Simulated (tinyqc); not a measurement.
# Charge stability of a double quantum dot, constant-interaction model with a charge sensor: several studies

Capacitance matrix C = [[C1, -Cm], [-Cm, C2]], C1 = G1 + X1 + Cm + L1, C2 = G2 + X2 + Cm + L2. Gate charges n1 = (G1 V1 + X1 V2)/q, n2 = (X2 V1 + G2 V2)/q. The state (N1, N2) has U = (1/2) d^T E d with d = (N1 - n1, N2 - n2) and E = q^2 C^(-1). Leads at 0 V; no tunnel coupling, spin or level spacing. The sensor reads s1 <N1> + s2 <N2>.

Values chosen for this exercise:
- G1 = 25 aF (gate 1 to dot 1)
- G2 = 19 aF (gate 2 to dot 2)
- X1 = 3.5 aF (gate 2 to dot 1)
- X2 = 2.9 aF (gate 1 to dot 2)
- Cm = 52 aF (between the dots)
- L1 = 61 aF (dot 1 to leads and ground)
- L2 = 70 aF (dot 2 to leads and ground)
- s1 = 0.98 (sensor weight of dot 1)
- s2 = 0.41 (sensor weight of dot 2)
- T = 0.26 K (temperature)
- V2 = 12.6 mV (voltage of gate 2)

Constants: q = 1.602176634e-19 C, kB = 1.380649e-23 J/K, Vt = kB T/q. Results are converted to the units shown.

Each table varies one quantity; the others keep the values above.

## A scan of gate 1

Thermal means over all states within two electrons of the gate charges.

A scan of gate 1:

| V1 (mV) | <N1> | <N2> | sensor | N1 of the ground state | N2 of the ground state |
|---|---|---|---|---|---|
| -3.78 | 0.000 | 1.000 | 0.410 | 0 | 1 |
| -2.58 | 0.000 | 1.003 | 0.411 | 0 | 1 |
| -1.38 | 0.000 | 1.377 | 0.565 | 0 | 1 |
| -0.182 | 0.000 | 1.991 | 0.816 | 0 | 2 |
| 1.02 | 0.052 | 1.948 | 0.850 | 0 | 2 |
| 2.22 | 0.964 | 1.039 | 1.370 | 1 | 1 |
| 3.42 | 1.000 | 1.308 | 1.516 | 1 | 1 |
| 4.62 | 1.000 | 1.988 | 1.795 | 1 | 2 |
| 5.82 | 1.000 | 2.000 | 1.800 | 1 | 2 |
| 7.02 | 1.000 | 2.000 | 1.800 | 1 | 2 |
| 8.22 | 1.060 | 1.955 | 1.840 | 1 | 2 |
| 9.42 | 1.999 | 1.983 | 2.772 | 2 | 2 |
| 10.6 | 2.000 | 2.000 | 2.780 | 2 | 2 |

What does the comparison show?

The ground state changes 4 time(s) between the rows listed: (0,1) to (0,2); (0,2) to (1,1); (1,1) to (1,2); (1,2) to (2,2). Adding to dot 1 moves the sensor by s1 = 0.98, adding to dot 2 by s2 = 0.41, and a shift from dot 2 to dot 1 by 0.570. Far from triple points dot 1 gains an electron about every q/(G1 + X2 Cm/C2) = 6.15 mV.

## Across the interdot transition

The gate charges are n1 = 0.5000 + x, n2 = 0.5000 - x, a line through the middle of the (1,0)-(0,1) boundary. The detuning is U(0,1) - U(1,0); thermal means over all states within two electrons.

Across the interdot transition:

| x | detuning (meV) | <N1> | <N2> | sensor |
|---|---|---|---|---|
| -0.082 | -0.13497 | 0.0024156 | 0.99758 | 0.41138 |
| -0.061 | -0.10040 | 0.011196 | 0.98880 | 0.41638 |
| -0.041 | -0.06748 | 0.046894 | 0.95311 | 0.43673 |
| -0.02 | -0.03292 | 0.18706 | 0.81294 | 0.51663 |
| 0 | 0.00000 | 0.50000 | 0.50000 | 0.69500 |
| 0.02 | 0.03292 | 0.81294 | 0.18706 | 0.87337 |
| 0.041 | 0.06748 | 0.95311 | 0.046894 | 0.95327 |
| 0.061 | 0.10040 | 0.98880 | 0.011196 | 0.97362 |
| 0.082 | 0.13497 | 0.99758 | 0.0024157 | 0.97862 |

What does the comparison show?

<N1> rises from 0.00242 to 0.998 while <N2> falls from 0.998 to 0.00242; their sum stays within 2.3e-7 of 1. The detuning moves by EC1 + EC2 - 2 ECm = 1.65 meV for each unit of x, and the step is a Fermi function of width kB T = 0.0224 meV, which makes it a thermometer once the lever arms are known.

## From two dots to one

The states (0,0), (1,0), (0,1) meet where E n = (EC1/2, EC2/2), and (1,1), (1,0), (0,1) where E n = (EC1/2 + ECm, EC2/2 + ECm); the gate voltages follow from n.

From two dots to one:

| Cm (aF) | EC1 (meV) | ECm (meV) | ECm/EC1 | separation of the triple points in n1 + n2 |
|---|---|---|---|---|
| 1.1 | 1.7687 | 0.020920 | 0.011828 | 0.023685 |
| 3 | 1.7339 | 0.054811 | 0.031612 | 0.062058 |
| 8.1 | 1.6527 | 0.13387 | 0.081000 | 0.15157 |
| 22 | 1.4939 | 0.28854 | 0.19315 | 0.32669 |
| 59 | 1.2773 | 0.49942 | 0.39099 | 0.56545 |
| 160 | 1.0835 | 0.68820 | 0.63517 | 0.77919 |
| 430 | 0.96974 | 0.79898 | 0.82391 | 0.90461 |
| 1200 | 0.91625 | 0.85107 | 0.92886 | 0.96359 |

ECm/EC1 rises from 0.0118 to 0.929 (it equals Cm/C2), and the separation rises from 0.0237 to 0.964. Zero means a square lattice of independent dots; 1 means parallel lines one electron apart, as for a single large dot. EC1 falls from 1.77 to 0.916 meV.

Program tinyqc, `OMP_NUM_THREADS=1 python tinyqc.py 2470121 2470122 out.jsonl`; Intel Xeon 2.30GHz, shared host, one thread, about 0.01 s.
